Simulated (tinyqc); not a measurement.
Worked calculation: donor near an oxide interface in a gate field (two-state model). Values are carried at full precision from step to step, so a last printed digit may differ when a step is redone from the rounded ones.

Interface at z = 0 (hard wall), donor at z = d, field F pulling electrons to the interface: potential e F z; 1 kV/cm = 1e-5 eV/angstrom, c = hbar^2/2m0, q = e^2/(4 pi eps0), Q = (eps - eo)/(eps + eo). Donor state: E_D = e F d - ED - q Q/(4 eps d), the last term joining the images of ion and electron. Interface state: z exp(-b z/2) exp(-rho^2/(2 L^2)) with E_z = c b^2/(4 mz) + 3 e F/b + q Q b/(8 eps), minimised over b; in the plane at z = 3/b the ion (distance D = d - 3/b) and its image (D' = d + 3/b) give E_rho = c/(mt L^2) - (q/eps)(sqrt(pi)/L)[erfcx(D/L) + Q erfcx(D'/L)], erfcx(x) = exp(x^2) erfc(x), minimised over L. E_I = E_z + E_rho.

Constants: hbar^2/2m0 = 3.80998211 eV angstrom^2; e^2/(4 pi eps0) = 14.39964547 eV angstrom.

Inputs chosen for the exercise (near those of a donor in Si below SiO2, static dielectric constants; shifted at random, so the results belong to these values and not to a real crystal): d = 60 angstrom (depth of the donor); ED = 42.6 meV (bulk binding energy); mz = 0.928 m0 (mass across the interface); mt = 0.191 m0 (mass in the plane); eps = 11.3 (dielectric constant of the semiconductor); eo = 3.9 (dielectric constant of the oxide); F = 154 kV/cm (field in the semiconductor); aD = 15.7 angstrom (donor radius); v = 0.3 (valley factor).

## The interface state across the interface

Solve c b/(2 mz) - 3 e F/b^2 + q Q/(8 eps) = 0; give Q, b, the three terms of E_z and <z> = 3/b.

Q = 0.4868
b = 0.11959 1/angstrom

kinetic, field and image terms (meV): 14.68  38.63  9.27

<z> = 25.1 angstrom

The image pushes the electron away from the oxide; without it <z> would be 22.9 angstrom.

## Binding in the plane

Give D, D', the best L, both terms and E_rho.

D, D' (angstrom): 34.9  85.1

L = 55.4 angstrom

kinetic and Coulomb terms (meV): 6.51  -28.89

E_rho = -22.38 meV

The bottom of the well lies at -43.8 meV, so the level is 49 % of the way up; L/D = 1.59. Above the critical field the ionised donor would thus still hold its electron as a dot at the interface.

## Where the electron sits

The two states couple by t = t0 exp(-D/aD) with t0 = q/(eps aD) (2 aD/L) sqrt(aD b/2) v, v a valley factor; this form is an estimate. With detuning u = E_D - E_I the splitting is sqrt(u^2 + 4 t^2) and the lower state has weight (1 - u/sqrt(u^2 + 4 t^2))/2 on the donor.

Give E_D, E_I, t, the splitting and the donor weight.

E_D, E_I (meV): 47.22  40.21

t = 1.45 meV
splitting = 7.58 meV
donor weight = 0.038

The electron is at the interface; the contact hyperfine coupling scales with the donor weight. With this t, the tunnelling time pi hbar/(2t) at a crossing would be 0.714 ps (hbar = 6.58212e-16 eV s); here the detuning is 4.84 t.

## Critical field

Find F at which E_D = E_I; compare the rule e F d = ED. The crossing width is 4t/(e D), with t and D formed anew at that field.

critical field = 132.4 kV/cm
ED/(e d) = 71.0 kV/cm
width = 19 kV/cm

The confinement energy E_z = 57.0 meV raises the field needed and the attraction E_rho = -22.8 meV lowers it; the result is 1.87 times the simple rule.

## Checks

- E_z without images against 1.5 x 6^(2/3)/2 (c (e F)^2/mz)^(1/3), meV: both 52.88.
- E_rho from the radial equation in the full Coulomb well against the Gaussian trial function, meV: -22.7 against -22.4.

Program tinyqc; command `OMP_NUM_THREADS=1 python tinyqc.py 1251387 1251388 out.jsonl`; about 0.05 s on one thread of a shared Intel(R) Xeon(R) Processor @ 2.30GHz.
